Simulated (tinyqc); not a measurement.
Worked calculation: permeation of metal atoms or ions through a thin barrier or dielectric: time lag, field-aided drift and lifetime. Computed by tinyqc, a small Python program that keeps every step. Command: `OMP_NUM_THREADS=1 python tinyqc.py 3000316 3000317 out.jsonl barrier walk`. One thread of a shared host (Intel(R) Xeon(R) Processor @ 2.30GHz), about 0.01 s of CPU time with the checks. Intermediate numbers are printed to about 7 digits and carried at full precision; extremes and crossings named in words are read from the listed rows.

The film 0 < x < d is empty at first; C = C0 at x = 0 and C = 0 at x = d. dC/dt = D d2C/dx2 - v dC/dx with drift v = D z e V/(k_B T d) (uniform field, no space charge).

Inputs (values chosen for the exercise, for a model case: singly charged ions through a dielectric):
```
quantity                                   value    unit
thickness d                                   16      nm
prefactor D0                             6.2e-06  cm^2/s
activation energy E                         1.13      eV
concentration at the source side C0      2.8e+15  1/cm^3
charge number z                                1       -
voltage V (positive drives ions across)      0.2       V
critical dose Q_c                          6e+07  1/cm^2
test temperature T                           225       C
use temperature T_u                           70       C
time in units of d^2/D, s                  0.091       -
```

Constants: k_B = 8.617333262e-05 eV/K.

## Scales

D = D0 exp(-E/(k_B T)); time scale d^2/D; Peclet number P = z V/(k_B T), k_B T in eV; 1 nm = 1e-7 cm. Temperatures in kelvin are T(C) + 273.15.

diffusivity D = 2.291890e-17 cm^2/s

time scale d^2/D = 111698.2 s

Peclet number P = 4.659046

## Steady flux and time lag

Steady flux J = (D C0/d) P/(1 - exp(-P)); time lag in units of d^2/D: s_L = [P (1 + exp(-P))/(1 - exp(-P)) - 2]/P^2 (P = 0: J = D C0/d, s_L = 1/6).

flux relative to D C0/d = 4.703615

steady flux J = 188653.0 1/(cm^2 s)

time lag s_L = 0.1266053

time lag = 14141.58 s

Drift and diffusion both act.

## Dose at time s

Dose through the film Q(s) = C0 d {f (s - s_L) - 2 exp(P/2) sum_(n=1..200) (-1)^n n^2 pi^2 exp(-l_n s)/l_n^2}, l_n = n^2 pi^2 + P^2/4, f = P/(1 - exp(-P)) the relative flux.

Q/(C0 d) = 0.04125183

dose Q = 1.848082e+08 1/cm^2

time = 10164.53 s

## Time to the critical dose

Solve Q = Q_c for s. At the use temperature D and P take T_u, with the same C0 and V; 1 year = 3.15576e7 s.

s at the critical dose = 0.06962264

failure time at T = 7776.723 s

failure time at T_u = 30.62751 years

Failure comes before the time lag: the first arrivals suffice. Caution: grain boundaries, pinholes, trapping and space charge are left out; thin real barriers usually fail at defects.

## Approach to the steady line

Short-time form for P = 0: Q/(C0 d) = 4 sqrt(s) ierfc(1/(2 sqrt(s))), ierfc(y) = exp(-y^2)/sqrt(pi) - y erfc(y).

Q/(C0 d):
```
s           series  steady line f (s - s_L)  series without field  short-time form, no field
0.03  4.349261e-05                -0.454394          4.841923e-06               4.841923e-06
0.05  2.259259e-03                -0.360322          2.693421e-04               2.693421e-04
0.08  2.474419e-02                -0.219213          3.206619e-03               3.206619e-03
0.12  1.053528e-01                -0.031069          1.488727e-02               1.488727e-02
0.20  3.858365e-01                 0.345220          6.146375e-02               6.146323e-02
0.30  8.243904e-01                 0.815582          1.438244e-01               1.437858e-01
0.50  1.756718e+00                 1.756305          3.347907e-01               3.332619e-01
0.80  3.167394e+00                 3.167389          6.334088e-01               6.183799e-01
1.20  5.048835e+00                 5.048835          1.033335e+00               9.700224e-01
```

The dose lies above the steady line at all times and, among these rows, is within 1 % of it from s = 0.5 on (the lag is s_L = 0.127); for a known P the intercept of that line gives D and its slope D C0. The field changes the dose by a factor 8.98 in the first row and 4.89 in the last; at short times the factor tends to exp(P/2) = 10.3.

Checks made by the program: series against a 300-cell finite-difference solution (relative difference 8e-05).
